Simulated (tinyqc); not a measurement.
What each setting does: recursion (Haydock) method for the local density of states: surface site of a square lattice.

One orbital a site at energy 0, hopping -t to the 4 nearest neighbours of a square lattice; the start u0 is a site in the outermost layer of a half crystal, with energy V. Recursion: a_n = <u_n|H|u_n>, b_(n+1) u_(n+1) = (H - a_n) u_n - b_n u_(n-1), b > 0. G(z) = 1/(z - a0 - b1^2/(z - a1 - b2^2/(...))), z = E + i eta. After n levels the tail is b_n^2 T with the square-root terminator T = (z - sqrt(z - 2b) sqrt(z + 2b))/(2 b^2), b = 2t so that the band edges lie at -/+ 4t.

Inputs chosen for the exercise:
- t = 0.85 eV (hopping)
- V = 0 eV (shift of the starting site)
- n = 4 (levels kept)
- E = 1.24 eV (energy)
- eta = 0.043 eV (broadening)

G at z = E + i eta with n levels and terminator.

One parameter was then changed.

Results before and after:
```
case     Re G (1/eV)  density (1/eV)
base          0.3485          0.1902
changed       0.2938          0.1800
```

Which of these changes was made? (a) n = 5; (b) V = 0.5 eV; (c) t = 0.935 eV; (d) E = 1.41 eV; (e) eta = 0.086 eV.

Answer: (c) t = 0.935 eV. Of the candidates, run in turn, only this one gives the changed row.

All candidates:
```
case            Re G (1/eV)  density (1/eV)
base                 0.3485          0.1902
t = 0.935 eV         0.2938          0.1800
V = 0.5 eV           0.1418          0.2466
n = 5                0.3361          0.1894
E = 1.41 eV          0.3831          0.1779
eta = 0.086 eV       0.3393          0.1872
```

Computed by tinyqc, a small Python program: `OMP_NUM_THREADS=1 python tinyqc.py 1480028 1480029 out.jsonl` (the numbers bound the seed that draws the inputs); one thread of a shared host (Intel(R) Xeon(R) Processor @ 2.30GHz), about 0.01 s for the whole set of steps.
